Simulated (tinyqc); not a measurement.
Worked calculation: Cabrera-Mott growth of a thin oxide under its own electric field. Computed by tinyqc, a small Python program that keeps every step. Command: `OMP_NUM_THREADS=1 python tinyqc.py 3025945 3025946 out.jsonl cabrera walk`. One thread of a shared host (Intel(R) Xeon(R) Processor @ 2.30GHz), about 0.02 s of CPU time with the checks. Intermediate numbers are printed to about 6 digits and carried at full precision; extremes and crossings named in words are read from the listed rows.

Electrons cross the film freely and set a fixed potential V across it; the field V/x lowers the barrier for ions entering the oxide.

Inputs (values chosen for the exercise, for a model metal):

| quantity | value | unit |
|---|---|---|
| barrier W | 1.14 | eV |
| Mott potential V | 0.71 | V |
| ion charge number z | 2 | - |
| half jump distance b | 1.7 | angstrom |
| prefactor u0 = N Omega nu | 1.9e+12 | angstrom/s |
| temperature T | 200 | K |
| starting thickness x0 | 3.8 | angstrom |
| time t | 260 | s |

Backward hops: ignored.

Constants: k_B = 8.617333262e-05 eV/K.

## Scales

u = u0 exp(-W/(k_B T)), X1 = z b V/(k_B T) with V in volts and k_B T in eV; dx/dt = u exp(X1/x).

u = 3.56466e-17 angstrom/s

X1 = 140.067 angstrom

## Field and rate at the start

Field E = V/x; the barrier is lowered by z b V/x.

field = 18.6842 MV/cm

barrier lowering = 0.635263 eV

rate = 0.363032 angstrom/s

## Thickness after time t

t(x) = int_(x0)^x dx / (dx/dt) by Gauss-Legendre quadrature (80 points on each side of (x0 + 2 x)/3), solved for x.

thickness x = 4.61280 angstrom

rate at time t = 5.48599e-04 angstrom/s

field at time t = 15.3919 MV/cm

X1/x = 30.4: the field term still rules. Caution: the starting field or rate is formal: the first layers form as fast as oxygen arrives.

## Limiting thickness

Growth counts as stopped when u exp(X1/x) falls to 1e-5 angstrom/s: x_L = X1/ln(1e-5/u), defined while u is below that rate; the critical temperature is T_c = W/(k_B ln(u0/1e-5)).

limiting thickness x_L = 5.31361 angstrom

critical temperature T_c = 332.509 K

T is below T_c, so the rate is below that level in any film thicker than x_L; growth goes on there, ever more slowly.

## Growth over eight decades

Closed form for thin films (leading term of the integral): x solves (x^2/(u X1)) exp(-X1/x) = t.

Thickness:

| t (s) | x (angstrom) | 1/x (1/angstrom) | closed form (angstrom) |
|---|---|---|---|
| 1.00e+00 | 3.95783 | 0.252664 | 3.92711 |
| 1.00e+01 | 4.19218 | 0.238539 | 4.18235 |
| 1.00e+02 | 4.48040 | 0.223194 | 4.47194 |
| 1.00e+03 | 4.81313 | 0.207765 | 4.80313 |
| 1.00e+04 | 5.19776 | 0.192391 | 5.18533 |
| 1.00e+05 | 5.64670 | 0.177095 | 5.63095 |
| 1.00e+06 | 6.17701 | 0.161891 | 6.15668 |
| 1.00e+07 | 6.81226 | 0.146794 | 6.78544 |
| 1.00e+08 | 7.58584 | 0.131825 | 7.54952 |

Per decade of time the film gains 0.23 angstrom at first and 0.77 at the end. The inverse-logarithmic law predicts -X1 d(1/x)/d ln t near 1; the rows give 0.86 at first and 0.91 at the end. The closed form misses by at most 0.78 %.

Checks made by the program: quadrature against adaptive integration (relative difference 1e-10).
